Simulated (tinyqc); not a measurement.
Worked calculation: empirical pseudopotential in a few plane waves. One step of it, computed by the program tinyqc.

Question. Bloch Hamiltonian at G. Basis: the 15 shortest G (labels in 2 pi/a), the same at every k. H(G,G') = c |k + G|^2 delta + VS(|G-G'|^2) cos((G-G').tau) + i VA sin((G-G').tau), tau = a/8 (1,1,1); 1 Ry = 13.605693 eV.

Parameters chosen for this model: fcc lattice, atoms at +/- a/8 (1,1,1); form factors in rydberg at |G|^2 in units of (2 pi/a)^2:
```
parameter                 value      unit
a                      6.030000  angstrom
VS(3)                 -0.234000        Ry
VS(8)                  0.003000        Ry
VS(11)                 0.032000        Ry
VA(3)                  0.046000        Ry
VA(4)                  0.043000        Ry
VA(11)                 0.031000        Ry
hbar^2/2m (2 pi/a)^2   4.136643        eV
```

k point G (2 pi / a): [0, 0, 0]

Give: H(k) at G.

Answer.

H(k) at G (eV), order +0+0+0, -1-1-1, -1-1+1, -1+1-1, -1+1+1, +1-1-1, +1-1+1, +1+1-1, +1+1+1, -2+0+0, +0-2+0, +0+0-2, +0+0+2, +0+2+0, +2+0+0:
```
[[0.0000, 2.2512+0.4426i, -2.2512+0.4426i, -2.2512+0.4426i, -2.2512-0.4426i, -2.2512+0.4426i, -2.2512-0.4426i, -2.2512-0.4426i, 2.2512-0.4426i, 0.0000+0.5850i, 0.0000+0.5850i, 0.0000+0.5850i, 0.0000-0.5850i, 0.0000-0.5850i, 0.0000-0.5850i],
 [2.2512-0.4426i, 12.4099, 0.0000-0.5850i, 0.0000-0.5850i, -0.0408, 0.0000-0.5850i, -0.0408, -0.0408, 0.0000, -2.2512-0.4426i, -2.2512-0.4426i, -2.2512-0.4426i, -0.3079+0.2982i, -0.3079+0.2982i, -0.3079+0.2982i],
 [-2.2512-0.4426i, 0.0000+0.5850i, 12.4099, 0.0408, 0.0000-0.5850i, 0.0408, 0.0000-0.5850i, 0.0000, -0.0408, -2.2512+0.4426i, -2.2512+0.4426i, 0.3079+0.2982i, 2.2512-0.4426i, -0.3079-0.2982i, -0.3079-0.2982i],
 [-2.2512-0.4426i, 0.0000+0.5850i, 0.0408, 12.4099, 0.0000-0.5850i, 0.0408, 0.0000, 0.0000-0.5850i, -0.0408, -2.2512+0.4426i, 0.3079+0.2982i, -2.2512+0.4426i, -0.3079-0.2982i, 2.2512-0.4426i, -0.3079-0.2982i],
 [-2.2512+0.4426i, -0.0408, 0.0000+0.5850i, 0.0000+0.5850i, 12.4099, 0.0000, 0.0408, 0.0408, 0.0000-0.5850i, 2.2512+0.4426i, -0.3079+0.2982i, -0.3079+0.2982i, -2.2512-0.4426i, -2.2512-0.4426i, 0.3079-0.2982i],
 [-2.2512-0.4426i, 0.0000+0.5850i, 0.0408, 0.0408, 0.0000, 12.4099, 0.0000-0.5850i, 0.0000-0.5850i, -0.0408, 0.3079+0.2982i, -2.2512+0.4426i, -2.2512+0.4426i, -0.3079-0.2982i, -0.3079-0.2982i, 2.2512-0.4426i],
 [-2.2512+0.4426i, -0.0408, 0.0000+0.5850i, 0.0000, 0.0408, 0.0000+0.5850i, 12.4099, 0.0408, 0.0000-0.5850i, -0.3079+0.2982i, 2.2512+0.4426i, -0.3079+0.2982i, -2.2512-0.4426i, 0.3079-0.2982i, -2.2512-0.4426i],
 [-2.2512+0.4426i, -0.0408, 0.0000, 0.0000+0.5850i, 0.0408, 0.0000+0.5850i, 0.0408, 12.4099, 0.0000-0.5850i, -0.3079+0.2982i, -0.3079+0.2982i, 2.2512+0.4426i, 0.3079-0.2982i, -2.2512-0.4426i, -2.2512-0.4426i],
 [2.2512+0.4426i, 0.0000, -0.0408, -0.0408, 0.0000+0.5850i, -0.0408, 0.0000+0.5850i, 0.0000+0.5850i, 12.4099, -0.3079-0.2982i, -0.3079-0.2982i, -0.3079-0.2982i, -2.2512+0.4426i, -2.2512+0.4426i, -2.2512+0.4426i],
 [0.0000-0.5850i, -2.2512+0.4426i, -2.2512-0.4426i, -2.2512-0.4426i, 2.2512-0.4426i, 0.3079-0.2982i, -0.3079-0.2982i, -0.3079-0.2982i, -0.3079+0.2982i, 16.5466, 0.0408, 0.0408, -0.0408, -0.0408, 0.0000],
 [0.0000-0.5850i, -2.2512+0.4426i, -2.2512-0.4426i, 0.3079-0.2982i, -0.3079-0.2982i, -2.2512-0.4426i, 2.2512-0.4426i, -0.3079-0.2982i, -0.3079+0.2982i, 0.0408, 16.5466, 0.0408, -0.0408, 0.0000, -0.0408],
 [0.0000-0.5850i, -2.2512+0.4426i, 0.3079-0.2982i, -2.2512-0.4426i, -0.3079-0.2982i, -2.2512-0.4426i, -0.3079-0.2982i, 2.2512-0.4426i, -0.3079+0.2982i, 0.0408, 0.0408, 16.5466, 0.0000, -0.0408, -0.0408],
 [0.0000+0.5850i, -0.3079-0.2982i, 2.2512+0.4426i, -0.3079+0.2982i, -2.2512+0.4426i, -0.3079+0.2982i, -2.2512+0.4426i, 0.3079+0.2982i, -2.2512-0.4426i, -0.0408, -0.0408, 0.0000, 16.5466, 0.0408, 0.0408],
 [0.0000+0.5850i, -0.3079-0.2982i, -0.3079+0.2982i, 2.2512+0.4426i, -2.2512+0.4426i, -0.3079+0.2982i, 0.3079+0.2982i, -2.2512+0.4426i, -2.2512-0.4426i, -0.0408, 0.0000, -0.0408, 0.0408, 16.5466, 0.0408],
 [0.0000+0.5850i, -0.3079-0.2982i, -0.3079+0.2982i, -0.3079+0.2982i, 0.3079+0.2982i, 2.2512+0.4426i, -2.2512+0.4426i, -2.2512+0.4426i, -2.2512-0.4426i, 0.0000, -0.0408, -0.0408, 0.0408, 0.0408, 16.5466]]
```
